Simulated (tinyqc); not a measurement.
Surface orientation and number of bands: six-band hole subbands of a thin body in a field.

Basis X, Y, Z times spin, hole energies counted downwards from the unstrained edge (the hydrostatic shift is left out), c = hbar^2/2m0. For a symmetric tensor T let C(T) have C_XX = L Txx + M (Tyy + Tzz), C_XY = N Txy (cyclic), L = c (g1 + 4 g2), M = c (g1 - 2 g2), N = 6 c g3. k = q + kz n, n the unit normal, q = k1 u + k2 v with u along the channel [1-10] and v = n x u. H = C(k k^T) + (Dso/3)(1 - L.sigma) - B + e F z with (L_k)_ij = -i epsilon_kij; B is the block C built from the traceless strain with 2b, -b and sqrt(3) d in place of L, M, N. Strain: exx = eyy = (s11 + s12) sx/2, ezz = s12 sx, exy = -s44 sx/4. Hard walls at z = 0 and t; basis sin(j pi z/t), j = 1 to Nz: kz^2 = (j pi/t)^2, kz = -i D with D_jl = 4 j l/(t (j^2 - l^2)), z_jj = t/2 and z_jl = -8 t j l/(pi (j^2 - l^2))^2 for j + l odd; 1 MV/cm = 0.01 eV/angstrom.

Nz = 14. E1 is the top subband at q = 0, gap the distance to the next pair, and the masses are c q^2/(E(q) - E1) at |q| = 0.02 1/angstrom (mean of the spin pair) along the channel [1-10] and across it in the plane; a dash marks a band that does not rise.

Constants: hbar^2/2m0 = 3.80998211 eV angstrom^2.

Parameters, chosen for this exercise (near those of a p-type Si channel; the results hold for these values, not for the real material): g1 = 4.28 (Luttinger gamma1); g2 = 0.34 (gamma2); g3 = 1.44 (gamma3); Dso = 0.045 eV (spin-orbit splitting); b = -2.1 eV (tetragonal potential); d = -4.74 eV (trigonal potential); S = (7.8, -2.11, 12.55) 1/TPa (compliances s11, s12, s44); t = 95 angstrom (body thickness); F = 0.2 MV/cm (field across the body); sx = -1.5 GPa (stress along the channel [1-10], negative in compression).

Three faces, six bands; and four bands, with Dso set to 1000 eV.

Results:
```
case           E1 (meV)  gap (meV)  m channel  m across
(001) 6 bands      45.4       69.4      0.150     2.176
(001) 4 bands      63.6       60.1      0.186     0.563
(110) 6 bands      -2.3       29.2      0.115     0.278
(110) 4 bands      46.4       52.5      0.149     0.302
(111) 6 bands      22.1       48.6      0.132     0.978
(111) 4 bands      45.9       48.3      0.166     0.237
```

With six bands the top subband is shallowest on (110) (-2.3 meV) and deepest on (001). Without the stress E1 would be 88.9, 50.4 and 64.8 meV, so the stress moves it by -43.5, -52.7 and -42.7 meV. The lightest channel mass is on (110) (0.115 m0). Dropping the split-off band moves E1 by 18.2, 48.7 and 23.8 meV and the gap by -9.3, 23.3 and -0.3 meV on the three faces, with Dso = 45 meV.

tinyqc: `OMP_NUM_THREADS=1 python tinyqc.py 1280404 1280405 out.jsonl`; about 0.4 s, one thread, shared Intel(R) Xeon(R) Processor @ 2.30GHz.
